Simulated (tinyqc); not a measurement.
Worked calculation: Born-von Karman spring model of a cubic crystal with one atom per cell. Computed by tinyqc, a small Python program that keeps every step. Command: `OMP_NUM_THREADS=1 python tinyqc.py 3025416 3025417 out.jsonl springs walk`. One thread of a shared host (Intel(R) Xeon(R) Processor @ 2.30GHz), about 0.1 s of CPU time with the checks. Intermediate numbers are printed to about 5 digits and carried at full precision; extremes and crossings named in words are read from the listed rows.

First neighbours lie at a/2 (1,1,1) (8 of them), second at a (1,0,0) (6), with all permutations and signs; the volume per atom is Omega = a^3/2. Two shells of springs match a real metal only roughly, above all at the zone boundary.

Inputs (values chosen for the exercise, modelled on tungsten):
```
quantity                value           unit
lattice constant a      3.165       angstrom
atomic mass M          183.84              u
radial spring k1L        4.96  eV/angstrom^2
transverse spring k1T   -0.19  eV/angstrom^2
radial spring k2L         3.8  eV/angstrom^2
transverse spring k2T   -0.03  eV/angstrom^2
mesh divisions n           10              -
temperature T             150              K
```

Lattice: bcc.

wave vector q (2 pi/a): 0.38  0.29  0

Constants: nu for 1 eV/(angstrom^2 u) = 15.6333042 THz; 1 eV/angstrom^3 = 160.2176634 GPa; u = 1.6605390666e-27 kg; h x 1 THz = 4.135667696 meV; k_B = 8.617333262e-05 eV/K; hbar^2/u = 4.18015928e-03 eV angstrom^2; hbar = 1.054571817e-34 J s; k_B = 1.380649e-23 J/K.

## Dynamical matrix at q

A neighbour at R with unit vector n couples by the matrix K(R) = kL n n^T + kT (1 - n n^T), and D(q) = (1/M) sum_R K(R) [1 - cos(q.R)].

D(q) (eV/(angstrom^2 u)):
```
         x        y        z
x  0.12251  0.05488  0.00000
y  0.05488  0.10250  0.00000
z  0.00000  0.00000  0.05047
```

## Frequencies and polarisations

Diagonalise D. An eigenvalue lambda of D in eV/(angstrom^2 u) gives nu = 15.6333042 THz x sqrt(lambda). Eigenvectors are columns, with the largest component positive; the longitudinal weight is (e.q)^2/q^2.

eigenvalues (eV/(angstrom^2 u)): 0.05047  0.05672  0.16829

frequencies (THz): 3.5122  3.7233  6.4134

polarisation vectors:
```
   mode 1   mode 2  mode 3
x  0.0000  -0.6406  0.7679
y  0.0000   0.7679  0.6406
z  1.0000   0.0000  0.0000
```

longitudinal weights: 0.00000  0.00188  0.99812

Mode 3 is the most longitudinal, with weight 1.00.

## Elastic constants from long waves

[ij,kl] = (1/(2 Omega)) sum_R K_ij R_k R_l; C11 = [xx,xx], C44 = [xx,yy], C12 = 2 [xy,xy] - C44; B = (C11 + 2 C12)/3; Zener ratio A = 2 C44/(C11 - C12). K(R) = kL n n^T + kT (1 - n n^T).

C11 = 539.29 GPa

C12 = 196.07 GPa

C44 = 151.53 GPa

bulk modulus B = 310.48 GPa

Zener ratio A = 0.88299

C12 - C44 = 44.55 GPa: the Cauchy relation fails because sum_R kT R^2 is not zero; a negative sum gives a positive Cauchy pressure.

## Sound velocities

rho = M/Omega and v = sqrt(C/rho), with C = C11, C44, C44 along [100]; (C11 + C12 + 2 C44)/2, C44, (C11 - C12)/2 along [110]; (C11 + 2 C12 + 4 C44)/3 and twice (C11 - C12 + C44)/3 along [111].

density rho = 19257 kg/m^3

Velocities (m/s):
```
direction  longitudinal  transverse 1  transverse 2
[100]            5291.9        2805.1        2805.1
[110]            5192.5        2805.1        2985.2
[111]            5158.9        2926.4        2926.4
```

Along [110] the two transverse waves differ by a factor sqrt(2 C44/(C11 - C12)) = 0.940.

## Frequencies at the zone boundary

The formulas are those given above.

Frequencies (THz) at points given in 2 pi/a:
```
point                nu 1    nu 2    nu 3
H (1, 0, 0)        5.6985  5.6985  5.6985
N (0.5, 0.5, 0)    3.9897  4.2458  7.3852
P (0.5, 0.5, 0.5)  6.0104  6.0104  6.0104
```

## Highest frequency at H

Take the highest frequency at H = (1, 0, 0) (2 pi/a).

highest frequency at H = 5.6985 THz

## Dispersion against the sound-wave line

The last column divides the top branch by the straight line with its slope at G. End points in 2 pi/a: H = (1, 0, 0), N = (0.5, 0.5, 0).

Frequencies (THz) along two lines:
```
line  fraction of the way    nu 1    nu 2    nu 3  nu 3 / linear
G-H                  0.10  0.8829  0.8829  1.6505        0.98716
G-H                  0.25  2.1624  2.1624  3.8548        0.92219
G-H                  0.40  3.3279  3.3279  5.4311        0.81206
G-H                  0.55  4.3152  4.3152  6.2040        0.67463
G-H                  0.70  5.0671  5.0671  6.2455        0.53362
G-H                  0.85  5.5381  5.5381  5.9049        0.41549
G-H                  1.00  5.6985  5.6985  5.6985        0.34082
G-N                  0.10  0.6241  0.6642  1.1553        0.99589
G-N                  0.25  1.5268  1.6248  2.8262        0.97450
G-N                  0.40  2.3451  2.4956  4.3409        0.93549
G-N                  0.55  3.0338  3.2285  5.6158        0.88016
G-N                  0.70  3.5548  3.7830  6.5803        0.81033
G-N                  0.85  3.8794  4.1285  7.1812        0.72827
G-N                  1.00  3.9897  4.2458  7.3852        0.63662
```

Along G-H the top branch ends at 34 % of its linear extrapolation. Along G-N the top branch ends at 64 % of its linear extrapolation, which is the 2/pi of a pure sine: planes normal to this line couple to their next planes alone. A Debye model keeps the straight line throughout.

## Thermal sums on a mesh

Mesh: q = sum_i (m_i + 1/2)/n b_i, m_i = 0..n-1, with b = [[0, 1, 1], [1, 0, 1], [1, 1, 0]] in 2 pi/a; sums are averages over the n^3 points, per atom. With x = h nu/(k_B T) and n = 1/(exp(x) - 1) for each mode: F = k_B T [x/2 + ln(1 - exp(-x))], U = k_B T x (n + 1/2), S/k_B = x n - ln(1 - exp(-x)), C/k_B = x^2 n (n + 1). <u_x^2> = (1/3) sum over modes of hbar^2/(2 M h nu) coth(x/2); zero-point energy = sum h nu/2. <u_x^2> converges slowly with the mesh, from below, with an error of order 1/n.

free energy F = 20.353 meV/atom

energy U = 46.997 meV/atom

entropy S = 2.0613 k_B/atom

heat capacity C = 2.4269 k_B/atom

<u_x^2> = 0.0011517 angstrom^2

zero-point energy = 30.664 meV/atom

C is 81 % of the classical 3 k_B, and the zero-point energy is 65 % of U.

## Debye temperature from the elastic constants

Christoffel matrix G_xx = C11 n_x^2 + C44 (1 - n_x^2), G_xy = (C12 + C44) n_x n_y, with eigenvalues rho v^2; v_m^-3 is the mean of v^-3 over three branches and all directions (12 Gauss-Legendre points in cos(theta) times 24 angles phi = (j + 1/2) pi/12); q_D = (6 pi^2/Omega)^(1/3); Theta = hbar v_m q_D/k_B.

mean velocity v_m = 3203.6 m/s

Debye wave number q_D = 1.5516 1/angstrom

elastic Debye temperature = 379.68 K

## Full spectrum, Debye and Einstein heat capacities

Mesh: q = sum_i (m_i + 1/2)/n b_i, m_i = 0..n-1, with b = [[0, 1, 1], [1, 0, 1], [1, 1, 0]] in 2 pi/a; sums are averages over the n^3 points (here n = 14), per atom. Debye: C = 9 k_B (T/Theta)^3 int_0^(Theta/T) x^4 e^x/(e^x - 1)^2 dx with the elastic Theta. Einstein: three modes at the root-mean-square frequency. The last column is the Theta that makes the Debye formula give the full C at that T.

root-mean-square frequency = 5.1167 THz

Heat capacity (k_B/atom):
```
T (K)  full spectrum   Debye  Einstein  Theta from C (K)
46            0.5993  0.3827    0.4147            315.60
68            1.2472  0.9143    1.1166            314.34
95            1.8316  1.5107    1.7681            315.03
130           2.2725  2.0280    2.2471            315.76
190           2.6220  2.4770    2.6151            316.37
280           2.8165  2.7413    2.8149            316.71
380           2.8982  2.8554    2.8977            316.85
570           2.9541  2.9345    2.9540            316.94
```

The apparent Theta runs from 314 to 317 K against the elastic 380 K; at high T it tends to sqrt(5/3) h nu_rms/k_B = 317 K. At the lowest T the Debye value is 0.64 and the Einstein value 0.69 times the full one; dispersion bends the branches below the sound lines, so the real spectrum has more low modes than Debye assumes. At the highest T Debye misses by 0.66 % and Einstein by 0.0035 %.

Checks made by the program: slopes of the dispersion along [110] against the sound velocities (relative difference 2e-08); F = U - T S (relative difference below 1e-10).
